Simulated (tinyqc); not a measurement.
## Gain of the pnp from the holding current

Inverse problem. On state with both base-emitter voltages at Von: npn base current Ib = (Von/Rs + bp Von/Rw)/(bn bp - 1), holding current Ih = (bn + 1) Ib + Von/Rs. Find bp.

Values chosen for this exercise:
- bn = 1.2 (current gain of the npn)
- Rs = 63 ohm (substrate resistance shunting the npn)
- Rw = 630 ohm (well resistance shunting the pnp)
- Von = 0.71 V (base-emitter voltage in the on state)

Ih = 39.162698 mA

Answer. Ih gives Ib, and Ib (bn bp - 1) = Von/Rs + bp Von/Rw is linear in bp.

bp = 1.700

Computed by the program tinyqc: `OMP_NUM_THREADS=1 python tinyqc.py 2670010 2670011 out.jsonl`, one thread of a shared Intel Xeon 2.30GHz, about 0.04 s for the whole run.
